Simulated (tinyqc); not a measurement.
Inside a calculation. Method: ROHF in the sto-6g basis, for H4+, spin multiplicity 2. Computed by tinyqc, a small Python program that keeps every step (integrals from PySCF). Settings: charge = 1, multiplicity = 2, basis = sto-6g, energy threshold = 1e-08, iteration cap = 67, orthogonalisation = symmetric, start = atomic densities, DIIS depth = 3, DIIS from iteration = 2, method = ROHF. Command: `OMP_NUM_THREADS=1 python tinyqc.py 20111 20112 out.jsonl` (the two numbers bound the seeds that draw the settings). One thread of a shared host (Intel(R) Xeon(R) Processor @ 2.60GHz), about 0.09 s of CPU time with the checks. Later iterations appear only in the table of the cycle.

## One-electron integrals

Geometry (angstrom):
```
atom        x        y        z
H     0.00000  0.00000  0.00000
H     0.00000  0.00000  1.61100
H     0.00000  2.07600  0.00000
H     0.00000  2.07600  1.61100
```

Basis sto-6g: exponents (1/bohr^2) and contraction coefficients of normalised primitives:
```
element  l (shell)  exponent  coefficient
H            s (1)  35.52322      0.00916
H            s (1)   6.51314      0.04936
H            s (1)   1.82214      0.16854
H            s (1)   0.62596      0.37056
H            s (1)   0.24308      0.41649
H            s (1)   0.10011      0.13033
```

Overlap, kinetic and nuclear-attraction integrals over the contracted functions; the nuclear repulsion is the sum of Za Zb / Rab.

nuclear repulsion = 1.5695195 hartree

overlap S, order 1H 1s, 2H 1s, 3H 1s, 4H 1s:
$$\begin{pmatrix}
1.00000 & 0.21849 & 0.10609 & 0.04193 \\
0.21849 & 1.00000 & 0.04193 & 0.10609 \\
0.10609 & 0.04193 & 1.00000 & 0.21849 \\
0.04193 & 0.10609 & 0.21849 & 1.00000
\end{pmatrix}$$

kinetic energy T (hartree), order 1H 1s, 2H 1s, 3H 1s, 4H 1s:
$$\begin{pmatrix}
0.76852 & 0.00048 & -0.01204 & -0.00890 \\
0.00048 & 0.76852 & -0.00890 & -0.01204 \\
-0.01204 & -0.00890 & 0.76852 & 0.00048 \\
-0.00890 & -0.01204 & 0.00048 & 0.76852
\end{pmatrix}$$

nuclear attraction V (hartree), order 1H 1s, 2H 1s, 3H 1s, 4H 1s:
$$\begin{pmatrix}
-2.02340 & -0.37461 & -0.17024 & -0.06812 \\
-0.37461 & -2.02340 & -0.06812 & -0.17024 \\
-0.17024 & -0.06812 & -2.02340 & -0.37461 \\
-0.06812 & -0.17024 & -0.37461 & -2.02340
\end{pmatrix}$$

core Hamiltonian H = T + V (hartree), order 1H 1s, 2H 1s, 3H 1s, 4H 1s:
$$\begin{pmatrix}
-1.25488 & -0.37413 & -0.18228 & -0.07702 \\
-0.37413 & -1.25488 & -0.07702 & -0.18228 \\
-0.18228 & -0.07702 & -1.25488 & -0.37413 \\
-0.07702 & -0.18228 & -0.37413 & -1.25488
\end{pmatrix}$$

## Two-electron integrals

Functions are numbered as in S; the eight-fold symmetry (ij|kl) = (ji|kl) = (kl|ij) leaves the list below.

Two-electron integrals (ij|kl) in chemists' order, unique and non-zero (hartree):
```
(11|11) 0.77500   (21|11) 0.11328   (21|21) 0.02639   (22|11) 0.32401
(22|21) 0.11328   (22|22) 0.77500   (31|11) 0.04834   (31|21) 0.00850
(31|22) 0.02878   (31|31) 0.00563   (32|11) 0.01471   (32|21) 0.00363
(32|22) 0.01664   (32|31) 0.00182   (32|32) 0.00079   (33|11) 0.25423
(33|21) 0.05136   (33|22) 0.20131   (33|31) 0.04834   (33|32) 0.01664
(33|33) 0.77500   (41|11) 0.01664   (41|21) 0.00363   (41|22) 0.01471
(41|31) 0.00182   (41|32) 0.00077   (41|33) 0.01471   (41|41) 0.00079
(42|11) 0.02878   (42|21) 0.00850   (42|22) 0.04834   (42|31) 0.00333
(42|32) 0.00182   (42|33) 0.02878   (42|41) 0.00182   (42|42) 0.00563
(43|11) 0.05136   (43|21) 0.01175   (43|22) 0.05136   (43|31) 0.00850
(43|32) 0.00363   (43|33) 0.11328   (43|41) 0.00363   (43|42) 0.00850
(43|43) 0.02639   (44|11) 0.20131   (44|21) 0.05136   (44|22) 0.25423
(44|31) 0.02878   (44|32) 0.01471   (44|33) 0.32401   (44|41) 0.01664
(44|42) 0.04834   (44|43) 0.11328   (44|44) 0.77500
```

## Orthogonalisation

S = U s U^T; symmetric (Loewdin) form X = U s^(-1/2) U^T, so that X^T S X = 1.

eigenvalues of S: [0.71735, 0.84567, 1.07047, 1.36650]

X, order 1H 1s, 2H 1s, 3H 1s, 4H 1s:
$$\begin{pmatrix}
1.02252 & -0.11153 & -0.05108 & -0.00445 \\
-0.11153 & 1.02252 & -0.00445 & -0.05108 \\
-0.05108 & -0.00445 & 1.02252 & -0.11153 \\
-0.00445 & -0.05108 & -0.11153 & 1.02252
\end{pmatrix}$$

## Starting guess

The start is atomic minimal-basis densities projected into this basis (PySCF's MINAO start) and scaled to the electron count of each spin; this density is not idempotent, so its energy is not variational and may lie below the converged one.

D(alpha) at the start, order 1H 1s, 2H 1s, 3H 1s, 4H 1s:
$$\begin{pmatrix}
0.48837 & 0.03800 & 0.02720 & 0.01044 \\
0.03800 & 0.48837 & 0.01044 & 0.02720 \\
0.02720 & 0.01044 & 0.48837 & 0.03800 \\
0.01044 & 0.02720 & 0.03800 & 0.48837
\end{pmatrix}$$

D(beta) at the start, order 1H 1s, 2H 1s, 3H 1s, 4H 1s:
$$\begin{pmatrix}
0.24419 & 0.01900 & 0.01360 & 0.00522 \\
0.01900 & 0.24419 & 0.00522 & 0.01360 \\
0.01360 & 0.00522 & 0.24419 & 0.01900 \\
0.00522 & 0.01360 & 0.01900 & 0.24419
\end{pmatrix}$$

## Iteration 1: building the Fock matrix

J_ij = sum D_kl (ij|kl) with D = D(alpha) + D(beta), K_ij = sum D_kl (ik|jl) for each spin; F = H + J - K(s); E = tr D H + tr D J / 2 - 0.5 sum_s tr D(s) K(s) + E_nn.

Coulomb J (hartree), order 1H 1s, 2H 1s, 3H 1s, 4H 1s:
$$\begin{pmatrix}
1.16484 & 0.24718 & 0.11578 & 0.04710 \\
0.24718 & 1.16484 & 0.04710 & 0.11578 \\
0.11578 & 0.04710 & 1.16484 & 0.24718 \\
0.04710 & 0.11578 & 0.24718 & 1.16484
\end{pmatrix}$$

exchange K(alpha) (hartree), order 1H 1s, 2H 1s, 3H 1s, 4H 1s:
$$\begin{pmatrix}
0.40661 & 0.12784 & 0.06104 & 0.03218 \\
0.12784 & 0.40661 & 0.03218 & 0.06104 \\
0.06104 & 0.03218 & 0.40661 & 0.12784 \\
0.03218 & 0.06104 & 0.12784 & 0.40661
\end{pmatrix}$$

exchange K(beta) (hartree), order 1H 1s, 2H 1s, 3H 1s, 4H 1s:
$$\begin{pmatrix}
0.20331 & 0.06392 & 0.03052 & 0.01609 \\
0.06392 & 0.20331 & 0.01609 & 0.03052 \\
0.03052 & 0.01609 & 0.20331 & 0.06392 \\
0.01609 & 0.03052 & 0.06392 & 0.20331
\end{pmatrix}$$

F(alpha) (hartree), order 1H 1s, 2H 1s, 3H 1s, 4H 1s:
$$\begin{pmatrix}
-0.49665 & -0.25479 & -0.12754 & -0.06210 \\
-0.25479 & -0.49665 & -0.06210 & -0.12754 \\
-0.12754 & -0.06210 & -0.49665 & -0.25479 \\
-0.06210 & -0.12754 & -0.25479 & -0.49665
\end{pmatrix}$$

F(beta) (hartree), order 1H 1s, 2H 1s, 3H 1s, 4H 1s:
$$\begin{pmatrix}
-0.29334 & -0.19087 & -0.09702 & -0.04601 \\
-0.19087 & -0.29334 & -0.04601 & -0.09702 \\
-0.09702 & -0.04601 & -0.29334 & -0.19087 \\
-0.04601 & -0.09702 & -0.19087 & -0.29334
\end{pmatrix}$$

total energy of this density = -0.9952992 hartree

This density is the starting one; it is not idempotent, so its energy is not variational and may lie below the converged one.

## Iteration 1: Roothaan effective Fock matrix

With projectors Pc = D(beta) S, Po = (D(alpha) - D(beta)) S, Pv = 1 - D(alpha) S, the block xy is Px^T F Py; with Fc = (F(alpha) + F(beta))/2, the blocks are Fc for cc, oo, vv and cv, F(beta) for co and F(alpha) for ov.

effective F (hartree), order 1H 1s, 2H 1s, 3H 1s, 4H 1s:
$$\begin{pmatrix}
-0.39907 & -0.21553 & -0.10496 & -0.04573 \\
-0.21553 & -0.39907 & -0.04573 & -0.10496 \\
-0.10496 & -0.04573 & -0.39907 & -0.21553 \\
-0.04573 & -0.10496 & -0.21553 & -0.39907
\end{pmatrix}$$

## Iteration 1: diagonalisation and new density

Diagonalise F' = X^T F X, C = X C', fill 2 alpha and 1 beta electrons from the bottom; D(s) = C_occ C_occ^T. Each column has its largest component positive (the first on a tie).

F' = X^T F X (hartree):
$$\begin{pmatrix}
-0.36344 & -0.13327 & -0.06011 & -0.00322 \\
-0.13327 & -0.36344 & -0.00322 & -0.06011 \\
-0.06011 & -0.00322 & -0.36344 & -0.13327 \\
-0.00322 & -0.06011 & -0.13327 & -0.36344
\end{pmatrix}$$

orbital energies (hartree): MO1 -0.56003, MO2 -0.43337, MO3 -0.28707, MO4 -0.17327

coefficients C, order 1H 1s, 2H 1s, 3H 1s, 4H 1s:
$$\begin{pmatrix}
0.42773 & 0.48326 & 0.54371 & 0.59034 \\
0.42773 & 0.48326 & -0.54371 & -0.59034 \\
0.42773 & -0.48326 & 0.54371 & -0.59034 \\
0.42773 & -0.48326 & -0.54371 & 0.59034
\end{pmatrix}$$

D(alpha) after iteration 1, order 1H 1s, 2H 1s, 3H 1s, 4H 1s:
$$\begin{pmatrix}
0.41649 & 0.41649 & -0.05059 & -0.05059 \\
0.41649 & 0.41649 & -0.05059 & -0.05059 \\
-0.05059 & -0.05059 & 0.41649 & 0.41649 \\
-0.05059 & -0.05059 & 0.41649 & 0.41649
\end{pmatrix}$$

D(beta) after iteration 1, order 1H 1s, 2H 1s, 3H 1s, 4H 1s:
$$\begin{pmatrix}
0.18295 & 0.18295 & 0.18295 & 0.18295 \\
0.18295 & 0.18295 & 0.18295 & 0.18295 \\
0.18295 & 0.18295 & 0.18295 & 0.18295 \\
0.18295 & 0.18295 & 0.18295 & 0.18295
\end{pmatrix}$$

## Iteration 2: building the Fock matrix

As before.

Coulomb J (hartree), order 1H 1s, 2H 1s, 3H 1s, 4H 1s:
$$\begin{pmatrix}
1.15795 & 0.24953 & 0.11618 & 0.04765 \\
0.24953 & 1.15795 & 0.04765 & 0.11618 \\
0.11618 & 0.04765 & 1.15795 & 0.24953 \\
0.04765 & 0.11618 & 0.24953 & 1.15795
\end{pmatrix}$$

exchange K(alpha) (hartree), order 1H 1s, 2H 1s, 3H 1s, 4H 1s:
$$\begin{pmatrix}
0.42452 & 0.23790 & 0.04346 & 0.03157 \\
0.23790 & 0.42452 & 0.03157 & 0.04346 \\
0.04346 & 0.03157 & 0.42452 & 0.23790 \\
0.03157 & 0.04346 & 0.23790 & 0.42452
\end{pmatrix}$$

exchange K(beta) (hartree), order 1H 1s, 2H 1s, 3H 1s, 4H 1s:
$$\begin{pmatrix}
0.21812 & 0.12732 & 0.09680 & 0.08025 \\
0.12732 & 0.21812 & 0.08025 & 0.09680 \\
0.09680 & 0.08025 & 0.21812 & 0.12732 \\
0.08025 & 0.09680 & 0.12732 & 0.21812
\end{pmatrix}$$

F(alpha) (hartree), order 1H 1s, 2H 1s, 3H 1s, 4H 1s:
$$\begin{pmatrix}
-0.52145 & -0.36250 & -0.10955 & -0.06093 \\
-0.36250 & -0.52145 & -0.06093 & -0.10955 \\
-0.10955 & -0.06093 & -0.52145 & -0.36250 \\
-0.06093 & -0.10955 & -0.36250 & -0.52145
\end{pmatrix}$$

F(beta) (hartree), order 1H 1s, 2H 1s, 3H 1s, 4H 1s:
$$\begin{pmatrix}
-0.31505 & -0.25193 & -0.16289 & -0.10961 \\
-0.25193 & -0.31505 & -0.10961 & -0.16289 \\
-0.16289 & -0.10961 & -0.31505 & -0.25193 \\
-0.10961 & -0.16289 & -0.25193 & -0.31505
\end{pmatrix}$$

total energy of this density = -1.4783324 hartree

## Iteration 2: Roothaan effective Fock matrix

As before.

effective F (hartree), order 1H 1s, 2H 1s, 3H 1s, 4H 1s:
$$\begin{pmatrix}
-0.41825 & -0.30721 & -0.13622 & -0.08527 \\
-0.30721 & -0.41825 & -0.08527 & -0.13622 \\
-0.13622 & -0.08527 & -0.41825 & -0.30721 \\
-0.08527 & -0.13622 & -0.30721 & -0.41825
\end{pmatrix}$$

## Iteration 2: diagonalisation and new density

As before.

F' = X^T F X (hartree):
$$\begin{pmatrix}
-0.35977 & -0.22212 & -0.08249 & -0.02860 \\
-0.22212 & -0.35977 & -0.02860 & -0.08249 \\
-0.08249 & -0.02860 & -0.35977 & -0.22212 \\
-0.02860 & -0.08249 & -0.22212 & -0.35977
\end{pmatrix}$$

orbital energies (hartree): MO1 -0.69298, MO2 -0.47079, MO3 -0.19154, MO4 -0.08376

coefficients C, order 1H 1s, 2H 1s, 3H 1s, 4H 1s:
$$\begin{pmatrix}
0.42773 & 0.48326 & 0.54371 & 0.59034 \\
0.42773 & 0.48326 & -0.54371 & -0.59034 \\
0.42773 & -0.48326 & 0.54371 & -0.59034 \\
0.42773 & -0.48326 & -0.54371 & 0.59034
\end{pmatrix}$$

D(alpha) after iteration 2, order 1H 1s, 2H 1s, 3H 1s, 4H 1s:
$$\begin{pmatrix}
0.41649 & 0.41649 & -0.05059 & -0.05059 \\
0.41649 & 0.41649 & -0.05059 & -0.05059 \\
-0.05059 & -0.05059 & 0.41649 & 0.41649 \\
-0.05059 & -0.05059 & 0.41649 & 0.41649
\end{pmatrix}$$

D(beta) after iteration 2, order 1H 1s, 2H 1s, 3H 1s, 4H 1s:
$$\begin{pmatrix}
0.18295 & 0.18295 & 0.18295 & 0.18295 \\
0.18295 & 0.18295 & 0.18295 & 0.18295 \\
0.18295 & 0.18295 & 0.18295 & 0.18295 \\
0.18295 & 0.18295 & 0.18295 & 0.18295
\end{pmatrix}$$

## Iteration 3: building the Fock matrix

As before.

Coulomb J (hartree), order 1H 1s, 2H 1s, 3H 1s, 4H 1s:
$$\begin{pmatrix}
1.15795 & 0.24953 & 0.11618 & 0.04765 \\
0.24953 & 1.15795 & 0.04765 & 0.11618 \\
0.11618 & 0.04765 & 1.15795 & 0.24953 \\
0.04765 & 0.11618 & 0.24953 & 1.15795
\end{pmatrix}$$

exchange K(alpha) (hartree), order 1H 1s, 2H 1s, 3H 1s, 4H 1s:
$$\begin{pmatrix}
0.42452 & 0.23790 & 0.04346 & 0.03157 \\
0.23790 & 0.42452 & 0.03157 & 0.04346 \\
0.04346 & 0.03157 & 0.42452 & 0.23790 \\
0.03157 & 0.04346 & 0.23790 & 0.42452
\end{pmatrix}$$

exchange K(beta) (hartree), order 1H 1s, 2H 1s, 3H 1s, 4H 1s:
$$\begin{pmatrix}
0.21812 & 0.12732 & 0.09680 & 0.08025 \\
0.12732 & 0.21812 & 0.08025 & 0.09680 \\
0.09680 & 0.08025 & 0.21812 & 0.12732 \\
0.08025 & 0.09680 & 0.12732 & 0.21812
\end{pmatrix}$$

F(alpha) (hartree), order 1H 1s, 2H 1s, 3H 1s, 4H 1s:
$$\begin{pmatrix}
-0.52145 & -0.36250 & -0.10955 & -0.06093 \\
-0.36250 & -0.52145 & -0.06093 & -0.10955 \\
-0.10955 & -0.06093 & -0.52145 & -0.36250 \\
-0.06093 & -0.10955 & -0.36250 & -0.52145
\end{pmatrix}$$

F(beta) (hartree), order 1H 1s, 2H 1s, 3H 1s, 4H 1s:
$$\begin{pmatrix}
-0.31505 & -0.25193 & -0.16289 & -0.10961 \\
-0.25193 & -0.31505 & -0.10961 & -0.16289 \\
-0.16289 & -0.10961 & -0.31505 & -0.25193 \\
-0.10961 & -0.16289 & -0.25193 & -0.31505
\end{pmatrix}$$

total energy of this density = -1.4783324 hartree

## Iteration 3: Roothaan effective Fock matrix

As before.

effective F (hartree), order 1H 1s, 2H 1s, 3H 1s, 4H 1s:
$$\begin{pmatrix}
-0.41825 & -0.30721 & -0.13622 & -0.08527 \\
-0.30721 & -0.41825 & -0.08527 & -0.13622 \\
-0.13622 & -0.08527 & -0.41825 & -0.30721 \\
-0.08527 & -0.13622 & -0.30721 & -0.41825
\end{pmatrix}$$

## Iteration 3 (converged): orbitals

As before.

F' = X^T F X (hartree):
$$\begin{pmatrix}
-0.35977 & -0.22212 & -0.08249 & -0.02860 \\
-0.22212 & -0.35977 & -0.02860 & -0.08249 \\
-0.08249 & -0.02860 & -0.35977 & -0.22212 \\
-0.02860 & -0.08249 & -0.22212 & -0.35977
\end{pmatrix}$$

orbital energies (hartree): MO1 -0.69298, MO2 -0.47079, MO3 -0.19154, MO4 -0.08376

coefficients C, order 1H 1s, 2H 1s, 3H 1s, 4H 1s:
$$\begin{pmatrix}
0.42773 & 0.48326 & 0.54371 & 0.59034 \\
0.42773 & 0.48326 & -0.54371 & -0.59034 \\
0.42773 & -0.48326 & 0.54371 & -0.59034 \\
0.42773 & -0.48326 & -0.54371 & 0.59034
\end{pmatrix}$$

D(alpha) after iteration 3, order 1H 1s, 2H 1s, 3H 1s, 4H 1s:
$$\begin{pmatrix}
0.41649 & 0.41649 & -0.05059 & -0.05059 \\
0.41649 & 0.41649 & -0.05059 & -0.05059 \\
-0.05059 & -0.05059 & 0.41649 & 0.41649 \\
-0.05059 & -0.05059 & 0.41649 & 0.41649
\end{pmatrix}$$

D(beta) after iteration 3, order 1H 1s, 2H 1s, 3H 1s, 4H 1s:
$$\begin{pmatrix}
0.18295 & 0.18295 & 0.18295 & 0.18295 \\
0.18295 & 0.18295 & 0.18295 & 0.18295 \\
0.18295 & 0.18295 & 0.18295 & 0.18295 \\
0.18295 & 0.18295 & 0.18295 & 0.18295
\end{pmatrix}$$

## Convergence

Stop when the energy changes by less than 1e-08 hartree and every element of the error matrix X^T (F D S - S D F) X is below 3e-05.

Course of the cycle:
```
iteration  E (hartree)     change  largest element of the error matrix
1           -0.9952992          -                             2.25e-16
2           -1.4783324  -4.83e-01                             4.31e-16
3           -1.4783324   1.33e-15                             6.57e-16
```

PySCF ROHF in the same basis = -1.4783324 hartree

Converged in 3 iterations.

## Populations, bond orders and dipole

Mulliken: Z minus the diagonal of D S on the atom; Loewdin: the same with S^(1/2) D S^(1/2); Mayer order: 2 sum_s sum (D(s) S)_ij (D(s) S)_ji over the two atoms.

Charges (e):
```
atom  Mulliken  Loewdin  Mulliken spin
1H     0.25000  0.25000        0.25000
2H     0.25000  0.25000        0.25000
3H     0.25000  0.25000        0.25000
4H     0.25000  0.25000        0.25000
```

Mayer bond orders:
```
pair    order
2-1   0.62500
3-1   0.12500
3-2   0.12500
4-1   0.12500
4-2   0.12500
4-3   0.62500
```

dipole moment about the origin, x y z (debye): [0.00000, 4.98573, 3.86898]
